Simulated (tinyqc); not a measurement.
Valley splitting of a silicon quantum well in envelope theory, step by step. Values are carried at full precision from step to step, so a last printed digit may differ when a step is redone from the rounded ones.

Constants: hbar^2/2m0 = 3.80998211 eV angstrom^2; kB = 8.617333262e-05 eV/K.

Values chosen for the exercise (near those of a strained Si well in SiGe; not measured data):
```
symbol  value  unit      meaning
k0      0.845  2 pi/a    valley position
a       5.431  angstrom  lattice constant
ml      0.918  m0        mass along z
F       7.2    mV/nm     field pressing towards the upper interface
w       1      angstrom  interface width parameter
L       56     angstrom  well width
V0      0.18   eV        conduction offset
C0      0.237            Bloch overlap factor
Yb      0.26             Ge share of the barrier
Yw      0                Ge share of the well
ad      150    angstrom  dot radius
```

## Wave number and lengths

q = 2 k0 (2 pi/a), its wavelength, the field length (c/(ml e F))^(1/3) with c = hbar^2/2m0 and 1 mV/nm = 1e-4 eV/angstrom, and the damping factor y/sinh(y), y = pi q w, of a step smoothed as 1/(1 + exp(z/w)).

q = 1.9552 1/angstrom
wavelength = 3.214 angstrom
field length = 17.9 angstrom
damping factor = 0.0264

## The envelope

The well lies at 0 < z < L; U(z) = V0 [1/(1 + exp(z/w)) + 1/(1 + exp((L - z)/w))] - e F z, 1 mV/nm = 1e-4 eV/angstrom. The envelope psi solves -(c/ml) psi'' + U psi = E psi, c = hbar^2/2m0, by three-point differences on a grid of 0.1 angstrom from -40 to L + 40 angstrom. The two valleys at +/- k0 couple through D = C0 times the integral of exp(-i q z) U(z) psi^2, q = 2 k0 (2 pi/a), and split by Ev = 2|D|.

Two lowest levels, mean position, and psi^2 at both interfaces.

levels (meV): [-12.71, 19.12]

<z> = 34.4 angstrom
psi^2 at z = 0 and L (1/angstrom): [0.000360, 0.00394]

The field makes psi^2 at the upper interface 10.9 times that at the lower one. The orbital spacing is 31.8 meV.

## Contributions to the coupling

Split D into the lower barrier, the upper barrier and the field term.

Parts of D (micro-eV):
```
part             real  imaginary   size
lower barrier   0.234      0.062  0.242
upper barrier  -2.635     -0.120  2.638
field term     -0.014     -0.003  0.015
```

## Valley splitting and phase

The inter-valley coupling D is the sum of the complex parts; Ev = 2|D|, the valley phase is arg D, and kB T equals Ev at T = Ev/kB.

Ev = 4.83 micro-eV
phase = -3.12 rad
T = 0.056 K

The upper barrier gives the largest part.

## Alloy disorder

Random alloy: with Y(z) = Yw + (Yb - Yw) B(z), B the bracket in U, and in-plane density exp(-r^2/ad^2)/(pi ad^2), D gains a random complex part of variance sigma^2 = (C0^2/pi)(a^2 V0/(8 ad (Yb - Yw)))^2 (4/a) times the integral of psi^4 Y (1 - Y). Alone it gives a mean splitting sqrt(pi) sigma; together with the smooth part the rms splitting is 2 sqrt(|D|^2 + sigma^2).

Give the integral, sigma, the mean splitting from disorder alone and the rms total.

integral = 1.02e-05 1/angstrom
sigma = 6.2 micro-eV
sqrt(pi) sigma = 11.0 micro-eV
rms splitting = 13.3 micro-eV

|D|/sigma = 0.39: disorder dominates, so the splitting scatters from dot to dot down to zero.

## Checks

- Lowest level for sharp walls and no field against the square well, meV: both 9.5.
- Size of one barrier part in that case against C0 V0 psi(0)^2/sqrt(q^2 + 4 kappa^2), micro-eV: both 34.

Program tinyqc; command `OMP_NUM_THREADS=1 python tinyqc.py 1252404 1252405 out.jsonl`; about 0.1 s on one thread of a shared Intel(R) Xeon(R) Processor @ 2.30GHz.
